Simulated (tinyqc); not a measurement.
Worked calculation: RKS/BLYP in the 6-31g basis, for He, spin multiplicity 1. One step of it, computed by the program tinyqc.

Problem. Iteration 2: diagonalisation and new density. Diagonalise F' = X^T F X, C = X C', fill 1 alpha and 1 beta electrons from the bottom; D = 2 C_occ C_occ^T. Each column has its largest component positive (the first on a tie).

extrapolated F (hartree):
```
           1He 1s     1He 2s
1He 1s  -0.311315  -0.657464
1He 2s  -0.657464  -0.228152
```

X:
```
                1         2
1He 1s   1.169047  0.553145
1He 2s  -1.169047  0.553145
```

Give: F' = X^T F X; orbital energies; coefficients C; D after iteration 2.

Solution.

F' = X^T F X (hartree):
```
        1       2
1   1.060  -0.054
2  -0.054  -0.567
```

orbital energies (hartree): MO1 -0.569, MO2 1.062

coefficients C:
```
          MO1     MO2
1He 1s  0.591  -1.150
1He 2s  0.514   1.187
```

D after iteration 2:
```
        1He 1s  1He 2s
1He 1s   0.700   0.608
1He 2s   0.608   0.529
```
